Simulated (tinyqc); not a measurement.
Hall factor, magnetoresistance and optical conductivity for a power-law relaxation time: one step, computed by the program tinyqc. Command: `OMP_NUM_THREADS=1 python tinyqc.py 3000251 3000252 out.jsonl magneto walk`. One thread of a shared host (Intel(R) Xeon(R) Processor @ 2.30GHz), about 0.01 s of CPU time with the checks.

One spherical parabolic band, tau(E) = tau_0 x^s with x = E/(k_B T). Landau quantisation is left out.

Question. Limits. mu = e <tau>/m; weak field r_H = <tau^2>/<tau>^2 and MR = c (mu B)^2, c = <tau^3>/<tau>^3 - r_H^2; strong field r_H = 1 and MR = <tau> <1/tau> - 1.

Inputs (values chosen for the exercise, with a mass close to that of electrons in GaN): effective mass m = 0.19 m_0; tau_0 = 190 fs; temperature T = 300 K.

<tau>/tau_0 = 0.7515135

<tau^2>/tau_0^2 = 0.6650863

<tau^3>/tau_0^3 = 0.7489958

<1/tau> tau_0 = 1.505552

Constants: e = 1.602176634e-19 C; m_0 = 9.1093837015e-31 kg.

Give: drift mobility mu; weak-field Hall factor; coefficient c; saturation MR.

Answer.

drift mobility mu = 1322 cm^2/(V s)

weak-field Hall factor = 1.178

coefficient c = 0.3779

saturation MR = 13.14 %
